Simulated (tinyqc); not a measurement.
Reverse leakage of an n+-p junction: diffusion, generation, trap-assisted and band-to-band tunnelling: two steps of the calculation.

One-sided abrupt junction in the depletion approximation, x from the junction (0) to W on the p side, field F = F0 (1 - x/W). Flat quasi-Fermi levels, long p side. Traps generate through SRH with both lifetimes shortened by 1 + Gamma (Hurkx enhancement, form for moderate fields); band-to-band generation is local and needs a total bending above Eg.

Inputs (values chosen for the exercise); band and dielectric values those of a made-up semiconductor:
- T = 250 K (temperature)
- Eg = 0.753 eV (band gap)
- Na = 4.3e16 cm^-3 (acceptor density of the lighter side)
- Nd = 1e20 cm^-3 (donor density of the heavier side)
- tau = 4e-6 s (SRH lifetime of both carriers at zero field)
- Et = 0.13 eV (trap level above the intrinsic level)
- Ab = 6.7e14 cm^-0.5 V^-2.5 s^-1 (band-to-band prefactor)
- Bb = 6.5e6 V/cm (band-to-band field constant)
- VR = 0.3 V (reverse bias)

Constants: q = 1.602176634e-19 C, kB = 1.380649e-23 J/K, Vt = kB T/q. Results are converted to the units shown.

Problem 1. Generation rates across the layer. u = (Vbi + VR)(1 - x/W)^2, p = Na exp(-u/Vt), n = Nd exp((u - Vbi - VR)/Vt); G0 = ni^2 (1 - exp(-VR/Vt))/(tau (n + p + 2 ni cosh(Et/Vt))); Gamma = 2 sqrt(3 pi)(F/FG) exp((F/FG)^2); trap-assisted part G0 Gamma; G_bb = Ab F^2.5 exp(-Bb/F) with F in V/cm, zero unless Vbi + VR > Eg, and counted as zero under 1 cm^-3 s^-1. 14 equal steps.

ni = 1.4005014e11 cm^-3
Vbi = 0.71138554 V
W = 230.28911 nm
F0 = 87.836161 kV/cm
FG = 194.39681 kV/cm

Wanted: x; F; Gamma; G0; G0 Gamma; G_bb.

Solution 1.

```
point  x (nm)  F (kV/cm)    Gamma  G0 (cm^-3 s^-1)  G0 Gamma (cm^-3 s^-1)  G_bb (cm^-3 s^-1)
0        0.00     87.836   3.4026         4.9035e7               1.6685e8             0.0000
1       16.45     81.562   3.0720        3.1549e10              9.6917e10             0.0000
2       32.90     75.288   2.7628        1.0940e13              3.0225e13             0.0000
3       49.35     69.014   2.4726        8.1652e13              2.0189e14             0.0000
4       65.80     62.740   2.1992        8.3842e13              1.8438e14             0.0000
5       82.25     56.466   1.9405        8.3856e13              1.6272e14             0.0000
6       98.70     50.192   1.6946        8.3843e13              1.4208e14             0.0000
7      115.14     43.918   1.4598        8.3366e13              1.2170e14             0.0000
8      131.59     37.644   1.2344        7.4057e13              9.1416e13             0.0000
9      148.04     31.370   1.0170        2.9479e13              2.9979e13             0.0000
10     164.49     25.096  0.80597        4.9542e12              3.9929e12             0.0000
11     180.94     18.822  0.60009        9.7315e11              5.8398e11             0.0000
12     197.39     12.548  0.39798        2.9621e11              1.1788e11             0.0000
13     213.84      6.274  0.19837        1.4465e11              2.8694e10             0.0000
14     230.29      0.000        0        1.1388e11                      0             0.0000
```

Problem 2. Current components. 14 equal steps.

Each current is q times the trapezoid sum of its rate; J adds J_diff; J_bb under 1e-8 of the sum is given as 0.

```
point     x (nm)  G0 (cm^-3 s^-1)  G0 Gamma (cm^-3 s^-1)  G_bb (cm^-3 s^-1)
0        0.00000      4.9035035e7            1.6684814e8                  0
1       16.44922     3.1548727e10           9.6916556e10                  0
2       32.89844     1.0940178e13           3.0225194e13                  0
3       49.34767     8.1652302e13           2.0189241e14                  0
4       65.79689     8.3841564e13           1.8438196e14                  0
5       82.24611     8.3855978e13           1.6271983e14                  0
6       98.69533     8.3842797e13           1.4207883e14                  0
7      115.14455     8.3366215e13           1.2169596e14                  0
8      131.59377     7.4056710e13           9.1416131e13                  0
9      148.04300     2.9478951e13           2.9978721e13                  0
10     164.49222     4.9541573e12           3.9929098e12                  0
11     180.94144     9.7315420e11           5.8397737e11                  0
12     197.39066     2.9620753e11           1.1788467e11                  0
13     213.83988     1.4464791e11           2.8693681e10                  0
14     230.28911     1.1388017e11                      0                  0
```

J_diff = 1.1262647e-10 A/cm^2

Give: J_SRH; J_TAT; J_bb; J.

Solution 2.

J_SRH = 1.4165e-10 A/cm^2
J_TAT = 2.5543e-10 A/cm^2
J_bb = 0 A/cm^2
J = 5.0971e-10 A/cm^2

Range of the model: The n+ side is degenerate, so Vbi from Boltzmann statistics is only a guide.

Numbers from tinyqc (`OMP_NUM_THREADS=1 python tinyqc.py 2290146 2290147 out.jsonl`; about 0.01 s on one thread of a shared Intel Xeon 2.30GHz).
